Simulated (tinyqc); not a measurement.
Illuminated p-n diode, drift-diffusion by the Gummel loop with Scharfetter-Gummel fluxes: two steps of the calculation.

Abrupt junction at x = 0, p side from -Lp, n side to Ln, ohmic contacts. psi is counted from the intrinsic level; n = ni exp((psi - phin)/Vt), p = ni exp((phip - psi)/Vt). Contacts: p side psi = V - Vt ln(Na/ni), p = Na, n = ni^2/Na; n side psi = Vt ln(Nd/ni), n = Nd, p = ni^2/Nd. Constant mobilities, D = mu Vt, Boltzmann statistics, SRH recombination through a mid-gap level, U = (n p - ni^2)/(tp (n + ni) + tn (p + ni)). Current is positive from the p contact to the n contact.

Inputs (values chosen for the exercise); band and dielectric values close to those of silicon:
- T = 275 K (temperature)
- eps_r = 11.9 (relative permittivity)
- Na = 6e15 cm^-3 (acceptor density of the p side)
- Nd = 3.2e15 cm^-3 (donor density of the n side)
- mun = 990 cm^2/(V s) (electron mobility)
- mup = 360 cm^2/(V s) (hole mobility)
- tn = 6e-10 s (SRH lifetime of electrons)
- tp = 5e-9 s (SRH lifetime of holes)
- G = 3e19 cm^-3 s^-1 (uniform generation rate)
- V = 0.34 V (bias of the p contact)

Constants: q = 1.602176634e-19 C, kB = 1.380649e-23 J/K, Vt = kB T/q, eps0 = 8.8541878128e-14 F/cm where lengths are in cm. Results are converted to the units shown.

Question 1. Poisson equation. With phin and phip held, solve a_i (psi_(i+1) - psi_i) - a_(i-1) (psi_i - psi_(i-1)) + q w_i (p_i - n_i + C_i) = 0 for the inner nodes by Newton steps to convergence; a_i = eps0 eps_r/h_i, h_i = x_(i+1) - x_i, w_i = (h_(i-1) + h_i)/2, C = -Na or +Nd.

```
node  x (nm)  phin at the start (V)  phip at the start (V)
0      -1500                   0.34                   0.34
1      -1150                      0                   0.34
2       -860                      0                   0.34
3       -610                      0                   0.34
4       -398                      0                   0.34
5       -218                      0                   0.34
6        -65                      0                   0.34
7         65                      0                   0.34
8        240                      0                   0.34
9        476                      0                   0.34
10       794                      0                   0.34
11      1220                      0                   0.34
12      1800                      0                      0
```

ni = 1.3209964e9 cm^-3

Wanted: psi; n after Poisson; p after Poisson.

Answer 1.

```
node   psi (V)  n after Poisson (cm^-3)  p after Poisson (cm^-3)
0     -0.02326                   290.84                6.0000e15
1     -0.02326                 4.9505e8                6.0000e15
2     -0.02326                 4.9506e8                5.9999e15
3     -0.02324                 4.9535e8                5.9964e15
4     -0.02296                 5.0129e8                5.9253e15
5     -0.01872                 5.9963e8                4.9536e15
6      0.02543                 3.8626e9                7.6899e14
7      0.20925                9.0317e12                3.2888e11
8      0.32721                1.3105e15                 2.2666e9
9      0.34693                3.0119e15                 9.8619e8
10     0.34831                3.1926e15                 9.3039e8
11     0.34836                3.1998e15                 9.2827e8
12     0.34836                3.2000e15                   545.32
```

Question 2. Recombination and current. U_i as defined. J = Jn at the p contact + Jp at the n contact + q sum w_i U_i - q G sum w_i over the inner nodes, which avoids differences of large majority fluxes: Jn = (q mun Vt/h_0)[n_1 B(d_0) - n_0 B(-d_0)], Jp = (q mup Vt/h_last)[p_(N-1) B(d_last) - p_N B(-d_last)], d_i = (psi_(i+1) - psi_i)/Vt, B(d) = d/(exp(d) - 1), w_i = (h_(i-1) + h_i)/2.

```
node  x (nm)  converged psi (V)  converged n (cm^-3)  converged p (cm^-3)
0      -1500        -0.02325877            290.83856                 6e15
1      -1150        -0.02325868          2.0497233e9         5.9999986e15
2       -860        -0.02325812          2.6965813e9         5.9998721e15
3       -610        -0.02324423          2.5218594e9         5.9963683e15
4       -398        -0.02296183          1.8600289e9         5.9253424e15
5       -218        -0.01871682          1.1422207e9         4.9535654e15
6        -65         0.02542670          4.0117264e9         7.6899638e14
7         65         0.20925297         9.0319995e12         3.2927041e11
8        240         0.32720541         1.3104619e15          3.3035167e9
9        476         0.34692657         3.0119175e15          5.0499857e9
10       794         0.34830690         3.1925597e15          8.8227892e9
11      1220         0.34836098         3.1998460e15          9.1541600e9
12      1800         0.34836222               3.2e15            545.32230
```

ni = 1.3209964e9 cm^-3

Find: U; Jn at the p contact; Jp at the n contact; recombination; generation; J.

Answer 2.

U, node 0 to 12 (cm^-3 s^-1): 0  3.4162e18  4.4943e18  4.2031e18  3.1000e18  1.9037e18  6.6858e18  6.5557e19  6.6070e17  1.0100e18  1.7646e18  1.8308e18  0
Jn at the p contact = 2.2013e-4 A/cm^2
Jp at the n contact = 2.1572e-4 A/cm^2
recombination = 2.7459e-4 A/cm^2
generation = 0.0013627 A/cm^2
J = -6.5221e-4 A/cm^2

Computed by the program tinyqc: `OMP_NUM_THREADS=1 python tinyqc.py 2240147 2240148 out.jsonl`, one thread of a shared Intel Xeon 2.30GHz, about 0.8 s for the whole run.
